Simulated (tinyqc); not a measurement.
Isotope effect over temperature: harmonic transition-state theory with quantum, tunnelling and friction corrections. Computed by tinyqc, a small Python program. Command: `OMP_NUM_THREADS=1 python tinyqc.py 3019771 3019772 out.jsonl rates walk`. One thread of a shared host (Intel(R) Xeon(R) Processor @ 2.30GHz), about 0.08 s of CPU time with the checks.

One atom hops between equivalent sites; three modes at the minimum and two real modes at the saddle are treated as harmonic, the rest of the crystal as unchanged; melting is ignored, so hot rows may lie above the melting point.

Inputs (values chosen for the exercise, modelled on interstitial copper in silicon): barrier E_b = 0.208 eV; imaginary frequency at the saddle nu_b = 3.5 THz; temperature T = 219 K; mass ratio of the heavier isotope = 1.06.

Lattice of sites: three-dimensional. Correction studied: isotope.

frequencies at the minimum (THz): [6.62, 7.33, 7.43]

real frequencies at the saddle (THz): [5.03, 5.31]

Constants: h x 1 THz = 4.135667696 meV; k_B = 8.617333262e-05 eV/K.

Method:
- Vineyard: nu* = product of minimum frequencies / product of real saddle frequencies; k_cl = nu* exp(-E_b/(k_B T)).
- Quantum harmonic: k_q = (k_B T/h) [prod 2 sinh(x_i/2) (minimum) / prod 2 sinh(x_j/2) (saddle)] exp(-E_b/(k_B T)), x = h nu/(k_B T).
- Zero-point correction to the barrier = (h/2)(sum of saddle frequencies - sum of minimum frequencies).
- With u = h nu_b/(k_B T): Wigner factor 1 + u^2/24; parabolic barrier (Bell) (u/2)/sin(u/2), valid above T_c = h nu_b/(2 pi k_B); symmetric Eckart barrier: kappa = int_0^infinity P(E) exp(-(E - E_b)/(k_B T)) dE/(k_B T), P = (cosh 2a - 1)/(cosh 2a + cosh 2d), a = alpha sqrt(E/E_b), alpha = 2 pi E_b/(h nu_b), 2d = 2 sqrt(alpha^2 - pi^2/4).
- All frequencies of the heavier isotope are divided by sqrt(mass ratio); each column is light over heavy.

zero-point correction = -22.8289 meV

Rate ratios:
```
T (K)  classical  quantum harmonic  with Eckart tunnelling
88        1.0296            1.0868                  1.0969
110       1.0296            1.0689                  1.0752
140       1.0296            1.0552                  1.0590
180       1.0296            1.0457                  1.0480
220       1.0296            1.0406                  1.0421
330       1.0296            1.0346                  1.0353
440       1.0296            1.0324                  1.0328
660       1.0296            1.0308                  1.0310
```

The classical ratio is sqrt(mass ratio) = 1.0296 at any T. The quantum ratio is 1.0868 in the coldest row, above it, as the minimum holds more zero-point energy than the saddle; tunnelling multiplies it by a further 1.009. In the hottest row the full ratio is 1.0310.

Extremes, crossings and ranges named in words are read from the listed rows.
